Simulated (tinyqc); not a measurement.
Along the channel and with depth: stress in a transistor channel from embedded alloy regions, liners and fins, by half-space elasticity. Computed by tinyqc, a small Python program. Command: `OMP_NUM_THREADS=1 python tinyqc.py 3026974 3026975 out.jsonl stressor walk`. One thread of a shared host (Intel(R) Xeon(R) Processor @ 2.30GHz), about 0.01 s of CPU time with the checks.

Plane strain in an isotropic half-space, the same constants everywhere; x along the channel from its centre, y downwards from the free surface; stress is positive in tension.

Inputs (values chosen for the exercise, modelled on silicon):
```
quantity                          value  unit
alloy fraction x                  0.011     -
lattice change per unit x, beta  -0.455     -
Young's modulus E                   162   GPa
Poisson ratio nu                   0.21     -
channel length L                     92    nm
length of each stressor S           145    nm
recess depth d                       40    nm
depth of the field point y          2.6    nm
```

Stressor: Si(1-x)C(x) source and drain.

Method. Misfit e = beta x. A fully constrained inclusion holds the stress -p with p = E e/(1 - 2 nu); a blanket film would hold -E e/(1 - nu) in the plane. A line element dA of misfit at (a, c) in the half-space gives, with C = E e/(2 pi (1 - nu)), X = x - a, r1^2 = X^2 + (y - c)^2, r2^2 = X^2 + Y^2, Y = y + c: s_xx = -C dA {[X^2 - (y - c)^2]/r1^4 + 3 [X^2 - Y^2]/r2^4 + 4 y Y (Y^2 - 3 X^2)/r2^6}, s_yy = C dA {[X^2 - (y - c)^2]/r1^4 - [X^2 - Y^2]/r2^4 + 4 y Y (Y^2 - 3 X^2)/r2^6}. These are integrated over two rectangles, L/2 < |a| < L/2 + S, 0 < c < d (closed form in a, 200 Gauss-Legendre points in c).

misfit e = -0.005005

Stress (MPa):
```
2x/L  s_xx at y  s_yy at y  s_xx at d/2  s_xx at 1.5 d
0.0      632.42     1.0335       371.89          3.322
0.2      642.85     1.0281       369.16          1.827
0.4      672.60     0.9438       361.68         -3.491
0.6      713.32     0.4288       356.15        -15.950
0.8      722.73    -3.7973       380.91        -42.210
```

What does the comparison show, and why?

Near the surface s_xx changes by +14 % from the centre to 2x/L = 0.8. At the centre, s_xx at half the recess depth is 0.59 of its value at y, and below the recess 0.01. An element acts with the sign of X^2 - (y - c)^2, so its direct term reverses where the offset in depth exceeds the lateral distance, and the image terms that amplify the stress near the surface fade with depth.
